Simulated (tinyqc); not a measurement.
Conduction-band offset of an n-N heterojunction from carrier-profile moments: two steps of the calculation.

Layer 1 (x < 0) accumulates electrons and layer 2 (x > 0) is depleted. Boltzmann statistics. The bands bend down by V1 in layer 1 and up by V2 in layer 2, with V1 + V2 = VD = dE + Vt ln[(N2/Nc2)/(N1/Nc1)].

Parameters, values chosen for the exercise; values of the order of III-V alloys:
- T = 300 K (temperature)
- eps_r = 13.4 (relative permittivity of both layers)
- Nc1 = 4.8e17 cm^-3 (density of states of the narrow-gap layer 1)
- Nc2 = 7.7e17 cm^-3 (density of states of the wide-gap layer 2)
- dE = 0.25 eV (conduction-band offset)
- N1 = 4e15 cm^-3 (donor density in layer 1)
- N2 = 2.5e16 cm^-3 (donor density in layer 2)
- si = 0 cm^-2 (fixed charge at the interface)

Constants: q = 1.602176634e-19 C, kB = 1.380649e-23 J/K, Vt = kB T/q, eps0 = 8.8541878128e-14 F/cm where lengths are in cm. Results are converted to the units shown.

Task 1. Division of the diffusion potential. Sheet densities from the first integral: Q1 = sqrt((2 eps0 eps_r Vt N1/q)(exp(u1) - u1 - 1)) extra electrons, Q2 = sqrt((2 eps0 eps_r Vt N2/q)(exp(-u2) + u2 - 1)) missing ones, u = V/Vt; neutrality Q1 = Q2 + si. Q1 - Q2 rises steadily with V1, so V1 follows by bisection.

Find: VD; V1; V2; Q1; n at x = 0-; n at x = 0+.

Result 1.

VD = 0.2852 V
V1 = 0.09774 V
V2 = 0.1874 V
Q1 = 2.446e11 cm^-2
n at x = 0- = 1.754e17 cm^-3
n at x = 0+ = 1.776e13 cm^-3

n drops across the interface by 9880 = (Nc1/Nc2) exp(dE/Vt).

Task 2. Offset from the moments. A C-V profile smears n(x) but keeps its zeroth and first moments: si = -int (N - n) dx, VD = (q/(eps0 eps_r)) int (N - n) x dx, dE = VD - Vt ln[(N2/Nc2)/(N1/Nc1)]. Use the trapezoidal rule on each side.

| left point | -x (nm) | n in layer 1 (cm^-3) |
|---|---|---|
| 0 | 0 | 1.75384e17 |
| 1 | 1.6 | 1.44498e17 |
| 2 | 9.7 | 6.85448e16 |
| 3 | 27.8 | 2.59936e16 |
| 4 | 58.8 | 1.13556e16 |
| 5 | 105 | 6.51586e15 |
| 6 | 169 | 4.80764e15 |
| 7 | 252 | 4.22288e15 |
| 8 | 357 | 4.04749e15 |
| 9 | 484 | 4.00752e15 |

| right point | x (nm) | n in layer 2 (cm^-3) |
|---|---|---|
| 0 | 0 | 1.77592e13 |
| 1 | 16.8 | 1.26395e14 |
| 2 | 41.3 | 1.14902e15 |
| 3 | 69.9 | 5.96625e15 |
| 4 | 102 | 1.48283e16 |
| 5 | 136 | 2.12540e16 |
| 6 | 172 | 2.38982e16 |
| 7 | 210 | 2.47146e16 |
| 8 | 250 | 2.49324e16 |
| 9 | 292 | 2.49852e16 |

Give: si; VD; dE.

Result 2.

si = 2.5618e10 cm^-2
VD = 0.28423 V
dE = 0.24907 eV

On these few points dE comes out -0.93 meV from the true 0.25 eV, and si misses by 2.6e10 cm^-2, 10 % of Q1.

Program tinyqc, `OMP_NUM_THREADS=1 python tinyqc.py 2410103 2410104 out.jsonl`; Intel Xeon 2.30GHz, shared host, one thread, about 0.1 s.
